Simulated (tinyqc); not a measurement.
Gas flow in a process chamber: flow regimes, conductance, effective pumping speed, pump-down, outgassing and purge: one step, computed by the program tinyqc. Command: `OMP_NUM_THREADS=1 python tinyqc.py 3120458 3120459 out.jsonl pump walk`. One thread of a shared host (Intel(R) Xeon(R) Processor @ 2.30GHz), about 0.08 s of CPU time with the checks.

Ideal gas, isothermal flow, a pump of constant speed at the end of a round pipe; process gas, volume gas and outgassing are given the same properties. 1 sccm = 101325 Pa x 1e-6 m^3/60 s x T/273.15 K.

Task: Purging a well-mixed chamber. With steady flow a contaminant decays as exp(-t/residence time); gas used = flow x time.

Inputs (values chosen for the exercise, modelled on oxygen near room temperature): temperature T = 350 K; process gas flow = 71 sccm.

residence time = 0.6640424 s

Give: time to dilute 1e3 times; time to dilute 1e6 times; gas used for 1e6.

Result:

time to dilute 1e3 times = 4.5870 s

time to dilute 1e6 times = 9.1741 s

gas used for 1e6 = 10.856 standard cm^3
